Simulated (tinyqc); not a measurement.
Exchange-only LDA atom on a uniform radial grid, spin-unpolarised, for He, step by step. Computed by tinyqc, a small Python program that keeps every step. Settings: Z = 2, points = 192, R = 8.9, functional = Slater exchange alone, mixing = 0.2, iteration cap = 77. Command: `OMP_NUM_THREADS=1 python tinyqc.py 25276 25277 out.jsonl` (the two numbers bound the seeds that draw the settings). One thread of a shared host (Intel(R) Xeon(R) Processor @ 2.60GHz), about 0.4 s of CPU time with the checks. Later iterations appear only in the table of the cycle.

## Iteration 1

Spherical atom on a uniform radial grid r_j = j h with h = R/(N + 1), h sum u^2 = 1 and integrals as h times sums, u(0) = u(R) = 0 (atomic units):

| parameter | value |
|---|---|
| Z | 2 |
| points N | 192 |
| R | 8.900000 |
| h | 0.046114 |
| mixing | 0.200000 |
| electrons in 1s | 2 |

Three-point differences turn -u''/2 + [l(l+1)/2r^2 - Z/r + V] u = e u into a tridiagonal matrix (diagonal 1/h^2 + potential, off-diagonal -1/2h^2). D = sum f u^2; the Hartree potential y/r solves y'' = -D/r with y(0) = 0, y(R) = N_e; v_xc comes from rho = D/(4 pi r^2); E = sum f e - int D V + int D (V_H/2 + eps_xc); V(new) = V + mixing (V_H + v_xc - V).

eigenvalues (hartree): 1s -1.99576

Every 12th grid point:

| r | V in | u(1s) | D | V_H | v_xc |
|---|---|---|---|---|---|
| 0.55337 | 0.00000 | 1.03442 | 2.14007 | 2.78109 | -0.80982 |
| 1.10674 | 0.00000 | 0.68511 | 0.93874 | 1.73748 | -0.38762 |
| 1.66010 | 0.00000 | 0.34031 | 0.23163 | 1.19790 | -0.18554 |
| 2.21347 | 0.00000 | 0.15026 | 0.04516 | 0.90285 | -0.08881 |
| 2.76684 | 0.00000 | 0.06220 | 0.00774 | 0.72277 | -0.04251 |
| 3.32021 | 0.00000 | 0.02472 | 0.00122 | 0.60236 | -0.02035 |
| 3.87358 | 0.00000 | 0.00955 | 0.00018 | 0.51632 | -0.00974 |
| 4.42694 | 0.00000 | 0.00361 | 2.61e-05 | 0.45178 | -0.00466 |
| 4.98031 | 0.00000 | 0.00135 | 3.63e-06 | 0.40158 | -0.00223 |
| 5.53368 | 0.00000 | 0.00050 | 4.91e-07 | 0.36142 | -0.00107 |
| 6.08705 | 0.00000 | 0.00018 | 6.51e-08 | 0.32857 | -0.00051 |
| 6.64041 | 0.00000 | 0.00007 | 8.50e-09 | 0.30119 | -0.00024 |
| 7.19378 | 0.00000 | 2.33e-05 | 1.09e-09 | 0.27802 | -0.00012 |
| 7.74715 | 0.00000 | 8.23e-06 | 1.35e-10 | 0.25816 | -0.00006 |
| 8.30052 | 0.00000 | 2.65e-06 | 1.40e-11 | 0.24095 | -2.49e-05 |
| 8.85389 | 0.00000 | 1.66e-07 | 0 | 0.22589 | 0.00000 |

total energy = -2.5642876 hartree

## Iteration 2

As before.

eigenvalues (hartree): 1s -1.64211

Every 12th grid point:

| r | V in | u(1s) | D | V_H | v_xc |
|---|---|---|---|---|---|
| 0.55337 | 0.39425 | 1.01132 | 2.04553 | 2.71550 | -0.79771 |
| 1.10674 | 0.26997 | 0.70254 | 0.98713 | 1.72269 | -0.39417 |
| 1.66010 | 0.20247 | 0.37178 | 0.27645 | 1.19522 | -0.19680 |
| 2.21347 | 0.16281 | 0.17635 | 0.06220 | 0.90241 | -0.09881 |
| 2.76684 | 0.13605 | 0.07884 | 0.01243 | 0.72270 | -0.04979 |
| 3.32021 | 0.11640 | 0.03397 | 0.00231 | 0.60235 | -0.02515 |
| 3.87358 | 0.10132 | 0.01427 | 0.00041 | 0.51632 | -0.01273 |
| 4.42694 | 0.08942 | 0.00589 | 0.00007 | 0.45178 | -0.00646 |
| 4.98031 | 0.07987 | 0.00240 | 1.15e-05 | 0.40158 | -0.00328 |
| 5.53368 | 0.07207 | 0.00096 | 1.86e-06 | 0.36142 | -0.00167 |
| 6.08705 | 0.06561 | 0.00038 | 2.96e-07 | 0.32857 | -0.00085 |
| 6.64041 | 0.06019 | 0.00015 | 4.64e-08 | 0.30119 | -0.00043 |
| 7.19378 | 0.05558 | 0.00006 | 7.16e-09 | 0.27802 | -0.00022 |
| 7.74715 | 0.05162 | 2.30e-05 | 1.06e-09 | 0.25816 | -0.00011 |
| 8.30052 | 0.04818 | 7.98e-06 | 1.27e-10 | 0.24095 | -0.00005 |
| 8.85389 | 0.04518 | 5.19e-07 | 0 | 0.22589 | 0.00000 |

total energy = -2.6209904 hartree

## Iteration 3

As before.

eigenvalues (hartree): 1s -1.37316

Every 12th grid point:

| r | V in | u(1s) | D | V_H | v_xc |
|---|---|---|---|---|---|
| 0.55337 | 0.69896 | 0.99072 | 1.96305 | 2.65816 | -0.78684 |
| 1.10674 | 0.48168 | 0.71446 | 1.02091 | 1.70835 | -0.39862 |
| 1.66010 | 0.36166 | 0.39773 | 0.31638 | 1.19228 | -0.20586 |
| 2.21347 | 0.29097 | 0.19990 | 0.07992 | 0.90187 | -0.10742 |
| 2.76684 | 0.24343 | 0.09514 | 0.01810 | 0.72261 | -0.05643 |
| 3.32021 | 0.20856 | 0.04379 | 0.00384 | 0.60234 | -0.02979 |
| 3.87358 | 0.18177 | 0.01971 | 0.00078 | 0.51631 | -0.01579 |
| 4.42694 | 0.16060 | 0.00873 | 0.00015 | 0.45178 | -0.00839 |
| 4.98031 | 0.14356 | 0.00382 | 2.91e-05 | 0.40158 | -0.00447 |
| 5.53368 | 0.12961 | 0.00165 | 5.47e-06 | 0.36142 | -0.00239 |
| 6.08705 | 0.11803 | 0.00071 | 1.01e-06 | 0.32857 | -0.00128 |
| 6.64041 | 0.10830 | 0.00030 | 1.84e-07 | 0.30119 | -0.00068 |
| 7.19378 | 0.10002 | 0.00013 | 3.30e-08 | 0.27802 | -0.00036 |
| 7.74715 | 0.09291 | 0.00005 | 5.65e-09 | 0.25816 | -0.00019 |
| 8.30052 | 0.08673 | 1.95e-05 | 7.60e-10 | 0.24095 | -0.00009 |
| 8.85389 | 0.08132 | 1.30e-06 | 0 | 0.22589 | -1.49e-05 |

total energy = -2.6581113 hartree

## Convergence

Stop when input and output potentials agree to 1e-7.

Course of the cycle (hartree):

| iteration | E | e(1s) | largest \|V(out) - V(in)\| |
|---|---|---|---|
| 1 | -2.5642876 | -1.99576 | 2.44e+00 |
| 2 | -2.6209904 | -1.64211 | 1.85e+00 |
| 3 | -2.6581113 | -1.37316 | 1.39e+00 |
| 4 | -2.6816817 | -1.16879 | 1.04e+00 |
| 5 | -2.6962076 | -1.01356 | 7.78e-01 |
| 6 | -2.7049103 | -0.89566 | 5.79e-01 |
| 7 | -2.7099919 | -0.80608 | 4.30e-01 |
| 8 | -2.7128930 | -0.73797 | 3.20e-01 |
| 9 | -2.7145182 | -0.68613 | 2.38e-01 |
| 10 | -2.7154152 | -0.64661 | 1.78e-01 |
| 11 | -2.7159047 | -0.61644 | 1.34e-01 |
| ... | ... | ... | ... |
| 62 | -2.7164829 | -0.51495 | 8.28e-07 |
| 63 | -2.7164829 | -0.51495 | 6.60e-07 |
| 64 | -2.7164829 | -0.51495 | 5.26e-07 |
| 65 | -2.7164829 | -0.51495 | 4.19e-07 |
| 66 | -2.7164829 | -0.51495 | 3.34e-07 |
| 67 | -2.7164829 | -0.51495 | 2.66e-07 |
| 68 | -2.7164829 | -0.51495 | 2.12e-07 |
| 69 | -2.7164829 | -0.51495 | 1.69e-07 |
| 70 | -2.7164829 | -0.51495 | 1.35e-07 |
| 71 | -2.7164829 | -0.51495 | 1.07e-07 |
| 72 | -2.7164829 | -0.51495 | 8.56e-08 |

Converged in 72 iterations. A uniform grid resolves the cusp poorly: for a bare nucleus this grid gives 1s at -1.99576 against -Z^2/2 = -2 hartree. Before convergence this energy mixes input and output and is not variational, so it may rise towards its limit.
